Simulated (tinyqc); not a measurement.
# Screening length from the swing

Question. In a simple model of a Schottky-barrier transistor a barrier thinner than d = 3.2 nm is transparent, so the effective barrier is pn - psi (1 - exp(-d/lam)) and the swing beyond flat band is Vt ln 10/(1 - exp(-d/lam)). Find the thermionic swing, lam, and the effective barrier at psi = 0.2 V.

Values chosen for this exercise:

| symbol | value | unit | meaning |
|---|---|---|---|
| T | 350 | K | temperature |
| pn | 0.59 | eV | barrier for electrons at both contacts |

Constants: q = 1.602176634e-19 C, kB = 1.380649e-23 J/K, Vt = kB T/q. Results are converted to the units shown.

swing in the tunnelling range = 80.317260 mV/decade

Answer. The ratio of the two swings is 1 - exp(-d/lam).

Vt ln 10 = 69.45 mV/decade
lam = 1.600 nm
effective barrier = 0.4171 eV

Numbers from tinyqc (`OMP_NUM_THREADS=1 python tinyqc.py 2390039 2390040 out.jsonl`; about 0.04 s on one thread of a shared Intel Xeon 2.30GHz).
